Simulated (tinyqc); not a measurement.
# Ellipsometry and reflectance of a transparent film on an absorbing substrate: two studies

Air (index 1), film, substrate with N2 = n2 - i k2; time factor exp(+i w t). q_j = sqrt(N_j^2 - sin^2 th), root with positive real part. Fresnel coefficients r_s = (q_a - q_b)/(q_a + q_b), r_p = (N_b^2 q_a - N_a^2 q_b)/(N_b^2 q_a + N_a^2 q_b). tan(Psi) exp(i Delta) = R_p/R_s, Delta taken from 0 to 360 degrees.

Parameters, values chosen for the exercise; indices close to those of photoresist on silicon:
- lam = 546.1 nm (wavelength)
- th = 70 degrees (angle of incidence)
- n1 = 1.627 (index of the transparent film)
- d = 1.4 nm (film thickness)
- n2 = 4.086 (index of the substrate)
- k2 = 0.031 (extinction coefficient of the substrate)

Each table varies one quantity; the others keep the values above.

## Psi and Delta against the film thickness

beta = 2 pi d q1/lam, X = exp(-2 i beta), R = (r01 + r12 X)/(1 + r01 r12 X) for p and s. The last column is the derivative of Delta.

Results:
```
d (nm)  Psi (degrees)  Delta (degrees)  |R_p|^2  |R_s|^2  dDelta/dd (degrees/nm)
0               12.01            179.0  0.03205   0.7083                  -3.459
23              17.43            116.0  0.06717   0.6813                  -1.844
47              26.79            85.26   0.1477   0.5793                 -0.8706
70              37.89            71.05   0.2192   0.3620                 -0.4162
93              63.49            55.13   0.2575  0.06407                  -2.111
117             55.81            297.8   0.2527   0.1166                 -0.9574
140             35.02            286.6   0.2059   0.4195                 -0.4845
187             15.66            233.8  0.05437   0.6916                  -2.202
210             12.29            163.9  0.03359   0.7073                  -3.321
```

Estimate the missing row, d = 163 nm.

Computed row:
```
d (nm)  Psi (degrees)  Delta (degrees)  |R_p|^2  |R_s|^2  dDelta/dd (degrees/nm)
163             24.81            270.0   0.1299   0.6079                  -1.009
```

With this row back in the table: Psi goes from 12.0 through a maximum of 63.5 (at d = 93 nm among the rows listed) to 12.3 degrees. The period is 205.6 nm, after which Psi and Delta return to the values of the bare substrate, so one angle and wavelength fix d only up to a multiple of it. The size of the slope of Delta runs from 0.416 to 3.46 degrees/nm among the rows; Delta is counted modulo 360 degrees, and sharper features can lie between the rows.

## Effect of the index of the transparent film

Same model as above.

dDelta/dd is the derivative of Delta; period lam/(2 q1).

Effect of the index of the transparent film:
```
n1    Psi (degrees)  Delta (degrees)  |R_p|^2  |R_s|^2  dDelta/dd (degrees/nm)  period (nm)
1.25          12.03            176.0  0.03215   0.7083                  -2.149        331.2
1.45          12.04            174.7  0.03222   0.7082                  -3.014        247.3
1.65          12.05            174.1  0.03224   0.7082                  -3.480        201.3
1.85          12.05            173.8  0.03224   0.7081                  -3.700        171.3
2.05          12.04            173.7  0.03222   0.7081                  -3.752        149.9
2.25          12.03            173.8  0.03218   0.7081                  -3.683        133.6
2.45          12.03            174.0  0.03213   0.7080                  -3.521        120.7
2.65          12.02            174.4  0.03208   0.7080                  -3.282        110.2
```

What does the comparison show?

Psi stays near 12.0 degrees and |R_p|^2 stays near 0.0322. The slope of Delta is largest in size, 3.75 degrees/nm, at n1 = 2.05 among the rows.

Numbers from tinyqc (`OMP_NUM_THREADS=1 python tinyqc.py 2870221 2870222 out.jsonl`; about 0.01 s on one thread of a shared Intel Xeon 2.30GHz).
